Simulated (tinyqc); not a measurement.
The basis set: RHF and MP2 along a ladder of basis sets, for BeH2, spin multiplicity 1. Computed by the program tinyqc with PySCF. Same geometry throughout; the dipole is taken about the origin.

Geometry (angstrom):
```
atom,x,y,z
Be,0.0000,0.0000,0.0000
H,0.0000,1.2750,0.1120
H,0.0000,-1.2750,0.1120
```

RHF and frozen-core MP2 in a ladder of bases:
```
basis,functions,E(RHF) (hartree),E(MP2 corr) (hartree),HOMO (eV),LUMO (eV),dipole (debye)
sto-3g,7,-15.56028,-0.02184,-11.721,5.638,0.404
3-21g,13,-15.67058,-0.02783,-12.358,2.218,0.405
6-31g,13,-15.75651,-0.02801,-12.329,2.433,0.389
6-31g**,24,-15.76399,-0.04905,-12.263,2.473,0.408
cc-pvdz,24,-15.76425,-0.05097,-12.309,1.898,0.421
cc-pvtz,58,-15.76886,-0.06087,-12.368,1.610,0.440
```

What does the comparison show, and why?

From cc-pVDZ to cc-pVTZ the RHF energy falls by 4.6 mhartree and the correlation energy by 9.9. If valence correlation converges as X^-3, (27 E(T) - 8 E(D))/19 gives -0.0650 hartree, a rough estimate from such small X that usually falls short; STO-3G holds about 34 % of it. Beyond STO-3G the LUMO moves by 0.9 eV and the HOMO by 0.1 eV.
